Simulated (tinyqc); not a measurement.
Resistance of a tapered via with liner, size effect and interface: via resistance against the liner on the sidewall.

A round via whose diameter grows from db at the bottom as D(z) = db + 2 z/tan(ang). The fill, of diameter D - 2 tl, starts above the bottom liner (thickness fb tl) and has rho = rho0 (1 + ks lam/(D - 2 tl)); the sidewall liner conducts in parallel with it. The bottom liner and the interface are crossed over the full area pi db^2/4. Spreading in the lines above and below is left out.

Slices between z0 = fb tl and hv, evaluated at their midpoints: conductance per length pi/4 [(D - 2 tl)^2/rho + (D^2 - (D - 2 tl)^2)/rl], slice resistance = slice height over that. 2000 slices. R_fill = sum of the slices; R_bottom = rl fb tl/(pi db^2/4); R_interface = ri/(pi db^2/4); ballistic (Sharvin) limit 1/(Sb pi (db - 2 tl)^2/4); ideal cylinder rho0 hv/(pi db^2/4).

Parameters, values chosen for the exercise; fill metal close to molybdenum: diameter at the bottom db = 28 nm; height hv = 61 nm; sidewall angle ang = 88 degrees; bulk resistivity of the fill rho0 = 5.27 uohm cm; mean free path of the fill lam = 11.3 nm; size-effect factor ks = 1.1; liner at the bottom over that on the sidewall fb = 0.5; resistivity of the liner rl = 410 uohm cm; interface resistivity at the bottom ri = 4e-12 ohm cm^2; ballistic conductance per area, about 3/(4 rho0 lam) Sb = 1.3e15 S/m^2.

The same in every row: R_interface (ohm) = 0.64961.

Via resistance against the liner on the sidewall:
```
tl (nm)	R_fill (ohm)	R_bottom (ohm)	R (ohm)	ballistic limit (ohm)	R over ideal cylinder	largest part
0	6.4101	0	7.0597	1.2493	1.3522	fill
0.6	6.9893	1.9976	9.6365	1.3636	1.8458	fill
1.1	7.5350	3.6622	11.847	1.4714	2.2692	fill
1.7	8.2792	5.6597	14.589	1.6184	2.7943	fill
2.3	9.1401	7.6573	17.447	1.7887	3.3418	fill
2.9	10.143	9.6549	20.447	1.9873	3.9165	fill
3.4	11.110	11.319	23.079	2.1792	4.4206	bottom liner
4	12.463	13.317	26.429	2.4485	5.0623	bottom liner
```

R rises from 7.06 to 26.4 ohm. The fill is the largest part at tl = 0, the bottom liner from 3.4 on. The share of the two bottom terms goes from 9.20 to 52.8 %.

Computed by the program tinyqc: `OMP_NUM_THREADS=1 python tinyqc.py 2750104 2750105 out.jsonl`, one thread of a shared Intel Xeon 2.30GHz, about 0.01 s for the whole run.
